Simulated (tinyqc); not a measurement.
Two-mode optical phonons of a ternary alloy from two coupled oscillators: one step, computed by the program tinyqc. Command: `OMP_NUM_THREADS=1 python tinyqc.py 3013726 3013727 out.jsonl twomode walk`. One thread of a shared host (Intel(R) Xeon(R) Processor @ 2.30GHz), about 0.01 s of CPU time with the checks.

An alloy A(x)B(1-x)C has an A-C and a B-C bond oscillator. Each TO frequency moves linearly from the impurity mode (dilute end) to the TO of the pure crystal; each strength is proportional to the number of bonds.

Task: LO modes, coupled by the field. eps(omega) = eps_inf + W_1/(omega_1^2 - omega^2) + W_2/(omega_2^2 - omega^2) = 0 is the eigenproblem of the matrix [[omega_1^2 + W_1/eps_inf, sqrt(W_1 W_2)/eps_inf], [sqrt(W_1 W_2)/eps_inf, omega_2^2 + W_2/eps_inf]] for omega_LO^2. Uncoupled values keep the diagonal alone. eps_s = eps_inf + W_1/omega_1^2 + W_2/omega_2^2.

omega_1 (A-C, TO) = 355.655 1/cm

omega_2 (B-C, TO) = 268.8 1/cm

eps_inf = 10.3855

W_1 = 34842.52 1/cm^2

W_2 = 126196.3 1/cm^2

Give: matrix; lower LO mode; upper LO mode; uncoupled values; eps_s.

Result:

matrix (1/cm^2):
$$\begin{pmatrix}
1.298e+05 & 6.385e+03 \\
6.385e+03 & 8.440e+04
\end{pmatrix}$$

lower LO mode = 289.0 1/cm

upper LO mode = 361.6 1/cm

uncoupled values (1/cm): [290.5, 360.3]

eps_s = 12.41

The field pushes the upper mode up by 1.22 and the lower one down by 1.52 per cm; the lower LO stays between the two TO modes.
